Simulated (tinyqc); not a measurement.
Access strength from the read disturbance.

Problem. Transistor (EKV form, voltages against the body): I = 2 n b Vt^2 [F(vp - Vs) - F(vp - Vd)] from drain to source, F(v) = ln^2(1 + exp(v/(2 Vt))), vp = (Vg - VT + sg |Vd - Vs|)/n. n-channel bodies are at 0; for the p-channel device all voltages are counted down from Vdd. b in uA/V^2 gives I in uA. In an SRAM read the low node Q obeys In(gate QB, drain Q) = Ip(gate QB, drain Q) + Ia, where the access transistor (threshold VTn) has its gate and drain at Vdd and its source at Q. Find Ia, ba and the cell ratio bn/ba.

Values chosen for this exercise:

| symbol | value | unit | meaning |
|---|---|---|---|
| T | 300 | K | temperature |
| Vdd | 1 | V | supply voltage |
| n | 1.11 |  | slope factor |
| sg | 0.08 |  | drain-induced barrier lowering |
| VTn | 0.42 | V | n-channel threshold |
| VTp | 0.31 | V | p-channel threshold (magnitude) |
| bn | 340 | uA/V^2 | gain factor of the pull-down transistor |
| bp | 88 | uA/V^2 | gain factor of the pull-up transistor |

Constants: q = 1.602176634e-19 C, kB = 1.380649e-23 J/K, Vt = kB T/q. Results are converted to the units shown.

Q and QB in the read (V): [0.18061958, 0.99995900]

Answer. The node equation gives Ia, which is proportional to ba.

Ia = 30.3 uA
ba = 340 uA/V^2
cell ratio = 1.00

tinyqc, about 0.1 s, one thread, Intel Xeon 2.30GHz (shared host): `OMP_NUM_THREADS=1 python tinyqc.py 2340095 2340096 out.jsonl`
